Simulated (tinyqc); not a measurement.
Comparisons within one model: hole subbands of a hard-walled well, four-band Luttinger model. A value that a table varies takes the place of the one given here.

Hole energies are counted downwards from the unstrained band edge, c = hbar^2/2m0. After the usual block transformation one block is H = [[P + Q - Zs, R - i S], [R + i S, P - Q + Zs]] in (heavy, light), with P +/- Q = c [(g1 +/- g2) k^2 + (g1 -/+ 2 g2) kz^2], R = sqrt(3) c gR k^2, S = 2 sqrt(3) c g3 k kz, kz = -i d/dz; axial approximation gR = (g2 + g3)/2. Zs = b (e_par - e_perp) is the shear part of the strain (the hydrostatic part shifts all levels alike and is left out). Basis sqrt(2/L) sin(n pi z/L), n = 1 to N, for each component: kz^2 gives (n pi/L)^2 and the heavy-light block is R delta_nm - 2 sqrt(3) c g3 k D_nm with D_nm = 4 n m/(L (n^2 - m^2)) for n + m odd, 0 otherwise. The other block has the same levels. The split-off band is left out, a severe simplification for a spin-orbit splitting near 0.11 eV.

Constants: hbar^2/2m0 = 3.80998211 eV angstrom^2.

Parameters, chosen for this exercise (near those of InP; the results hold for these values, not for the real material): g1 = 5.09 (Luttinger gamma1); g2 = 1.6 (gamma2); g3 = 2.1 (gamma3); L = 150 angstrom (well width along [001]); Zs = 0 eV (shear strain energy); k = 0.0306 1/angstrom (wave vector in the plane); Zlist = (-0.0206, -0.0098, -0.0058, -0.0018, 0, 0.0055, 0.0135) eV (shear strain energies (negative: tension in the plane, for b < 0)).

## Which coupling does what

N = 20, at the given k. Diagonal: R = S = 0. Along [100] and [110] gR is g2 and g3 instead of their mean.

Hole energies (meV):

| model | E1 | E2 | E3 | E4 |
|---|---|---|---|---|
| diagonal | 26.31 | 27.03 | 36.50 | 52.29 |
| R alone | 15.23 | 32.78 | 38.10 | 50.78 |
| S alone | 13.01 | 17.96 | 32.03 | 35.42 |
| axial | 8.47 | 16.43 | 30.30 | 39.34 |
| [100] | 9.47 | 16.86 | 30.61 | 38.58 |
| [110] | 7.40 | 15.92 | 29.96 | 40.10 |

The couplings move E1 by -17.84 meV: R alone by -11.08, S alone by -13.29, so S matters more at k L/pi = 1.46 (R grows as k^2 and joins equal n, S as k and joins n of opposite parity). Warping spreads E1 by 2.07 meV between [100] and [110], the hole being heavier along [110]; the axial value lies between them.

## Strain

N = 20. dE is the rise of the top subband from k = 0 to k1 = pi/(4L), m1 = c k1^2/dE (dash if dE is not positive), and the heavy weight is taken at k = pi/L.

Top subband:

| Zs (eV) | HH1 (meV) | LH1 (meV) | dE (meV) | heavy weight | m1 (m0) |
|---|---|---|---|---|---|
| -0.0206 | 23.8 | -6.7 | 0.177 | 0.066 | 0.589 |
| -0.0098 | 13.0 | 4.1 | -0.023 | 0.185 | - |
| -0.0058 | 9.0 | 8.1 | -0.318 | 0.296 | - |
| -0.0018 | 5.0 | 12.1 | 0.536 | 0.478 | 0.195 |
| 0.0000 | 3.2 | 13.9 | 0.552 | 0.581 | 0.189 |
| 0.0055 | -2.3 | 19.4 | 0.581 | 0.837 | 0.180 |
| 0.0135 | -10.3 | 27.4 | 0.605 | 0.945 | 0.173 |

HH1 and LH1 cross at Zs = -2 c g2 (pi/L)^2 = -0.0053 eV; for more negative Zs the light hole is on top. Among the rows with HH1 on top, m1 goes from 0.195 to 0.173 m0 as the splitting widens from 7 to 38 meV, against the unmixed 1/(g1 + g2) = 0.149: compression lightens the holes here. A dash marks a top subband whose hole energy at k1 lies below that at k = 0: an electron-like (negative) mass. m1 describes the neighbourhood of k = 0 only; where HH1 and LH1 lie close, the band may peak further out.

## What each parameter does

N = 20; the three lowest hole energies at the given k and the heavy weight of the lowest. Each row changes one parameter from the base and keeps the others.

Results:

| case | E1 (meV) | E2 (meV) | E3 (meV) | heavy weight |
|---|---|---|---|---|
| base | 8.47 | 16.43 | 30.30 | 0.468 |
| g1 = 5.5 | 11.10 | 20.53 | 36.88 | 0.460 |
| g2 = 1.76 | 7.81 | 15.47 | 27.78 | 0.473 |
| g3 = 1.93 | 9.92 | 18.61 | 32.52 | 0.463 |
| L = 140 angstrom | 9.28 | 18.15 | 33.82 | 0.482 |
| Zs = -0.01 eV | 5.35 | 19.54 | 36.36 | 0.240 |
| k = 0.0398 1/angstrom | 11.02 | 18.65 | 33.30 | 0.421 |

The largest shifts from the base row, up to three for each result and ties (the steps differ in size, so this ranks the rows, not the parameters). E1 (meV): Zs -3.12, g1 +2.64, k +2.55. E2 (meV): g1 +4.10, Zs +3.11, k +2.22. E3 (meV): g1 +6.58, Zs +6.06, L +3.52. heavy weight: Zs -0.228, k -0.046, L +0.015.

(tinyqc, `OMP_NUM_THREADS=1 python tinyqc.py 1280119 1280120 out.jsonl`, Intel(R) Xeon(R) Processor @ 2.30GHz, 1 thread, shared host, about 0.1 s.)
